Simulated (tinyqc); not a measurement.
IGBT as a p-i-n diode in series with a MOS channel, on-state and switching loss: two steps of the calculation.

High injection (n = p) in a drift layer from x = -W/2 (anode) to +W/2 (cathode side), recombination only in the layer with lifetime tau, ideal emitters. The channel feeds the cathode side and carries the whole current. Auger recombination, carrier-carrier scattering, emitter losses and the carrier dip under the p body are left out.

Parameters, values chosen for the exercise; material values close to those of silicon: temperature T = 300 K; band gap Eg = 1.11 eV; conduction-band density of states at T Nc = 2.79e19 cm^-3; valence-band density of states at T Nv = 2.66e19 cm^-3; doping of the drift layer Nd = 3.5e13 cm^-3; high-injection lifetime tau = 5.8 us; current density J = 250 A/cm^2; channel and accumulation resistance Rch = 1 mohm cm^2.

Constants: q = 1.602176634e-19 C, kB = 1.380649e-23 J/K, Vt = kB T/q. Results are converted to the units shown.

Problem 1. Carrier profile. n(x) = (tau J/(2 q La))[cosh(x/La)/sinh y - B sinh(x/La)/cosh y]. x/La = (2 x/W) y.

2 x/W, point 0 to 8: -1  -0.75  -0.5  -0.25  0  0.25  0.5  0.75  1
B = 0.48936170
La = 103.53371 um
y = 0.96586899

Give: n.

Solution 1.

n, point 0 to 8 (cm^-3): 7.4493e17  6.0804e17  5.0677e17  4.3520e17  3.8912e17  3.6584e17  3.6400e17  3.8349e17  4.2544e17

The density is 1.75 times higher at the anode than at the cathode side, since holes are the slower carriers; its smallest listed value is 10400 times Nd.

Problem 2. On-state voltage. Vm = Vt [(8 b/(b + 1)^2)(sinh y/s) arctan(s sinh y) + B ln((1 + B tanh^2 y)/(1 - B tanh^2 y))], s = sqrt(1 - B^2 tanh^2 y); Vj = Vt ln(n(-W/2) n(W/2)/ni^2), ni = sqrt(Nc Nv) exp(-Eg/(2 Vt)), Eg in volts; Vc = J Rch; Von = Vm + Vj + Vc.

b = 2.9166667
B = 0.48936170
La = 103.53371 um
y = 0.96586899

Find: Vm; Vj; Vc; Von.

Solution 2.

Vm = 0.04541 V
Vj = 0.9094 V
Vc = 0.2500 V
Von = 1.205 V

Vm does not depend on J, since the carrier density grows with it. Junctions, layer and channel take 75, 3.8 and 21 % of Von.

Computed by the program tinyqc: `OMP_NUM_THREADS=1 python tinyqc.py 2590125 2590126 out.jsonl`, one thread of a shared Intel Xeon 2.30GHz, about 0.01 s for the whole run.
